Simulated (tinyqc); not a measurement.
Gate sweep: gated graphene: carriers, quantum capacitance and optical conductivity.

Cones E = +/- hv |k|, four flavours, D(E) = 2|E|/(pi hv^2). n = (2/pi)(kT/hv)^2 F_1(mu/kT), p = (2/pi)(kT/hv)^2 F_1(-mu/kT), in 1/angstrom^2 (1e16 for 1/cm^2); F_1(eta) = integral_0^infinity x dx/(1 + exp(x - eta)). Cq/e^2 = d(n - p)/d mu = (2 kT/(pi hv^2)) ln(2 + 2 cosh(mu/kT)).

Gate: V = mu/e + e (n - p)/Cox with Cox/e^2 = k/(4 pi e2 t), t in angstrom, e2 = e^2/(4 pi eps0); 1/(eV angstrom^2) in C/e^2 equals 1602.176634 microfarad/cm^2; total 1/C = 1/Cox + 1/Cq.

Constants: kB = 8.617333262e-05 eV/K; e^2/(4 pi eps0) = 14.39964547 eV angstrom.

Values chosen for the exercise (Fermi velocity near that of graphene, gate dielectric near HfO2; not measured data):
- hv = 6.7 eV angstrom (hbar vF)
- T = 300 K
- k = 17.13 (dielectric constant of the gate layer)
- t = 5 nm (its thickness)

Results:
```
V (V)  mu (eV)  n - p (1/cm^2)  n + p (1/cm^2)  Cq (microfarad/cm^2)  C/Cox  Cox V/e (1/cm^2)
0       0.0000               0        1.56e+11                 0.814  0.212                 0
0.018   0.0141        7.31e+10        1.70e+11                 0.858  0.220          3.41e+11
0.047   0.0362        2.05e+11        2.49e+11                  1.08  0.263          8.90e+11
0.12    0.0850        6.62e+11        6.69e+11                  1.98  0.394          2.27e+12
0.24    0.1488        1.73e+12        1.73e+12                  3.39  0.527          4.54e+12
0.41    0.2202        3.59e+12        3.59e+12                  5.00  0.623          7.76e+12
0.59    0.2826        5.82e+12        5.82e+12                  6.42  0.679          1.12e+13
0.89    0.3697        9.85e+12        9.85e+12                  8.40  0.735          1.69e+13
1.3     0.4688        1.57e+13        1.57e+13                  10.7  0.778          2.46e+13
```

At neutrality n + p = 1.56e+11 1/cm^2 of thermal carriers remain and C/Cox = 0.212; at the last row C/Cox = 0.778 and the plain capacitor rule overstates n - p by 56.4 %. Between the last two rows mu goes as V^0.63; for |mu| well above kT the limits are 1/2 where Cox is small against Cq and 1 where it is large.

tinyqc: `OMP_NUM_THREADS=1 python tinyqc.py 1681035 1681036 out.jsonl`; about 0.01 s, one thread, shared Intel(R) Xeon(R) Processor @ 2.30GHz.
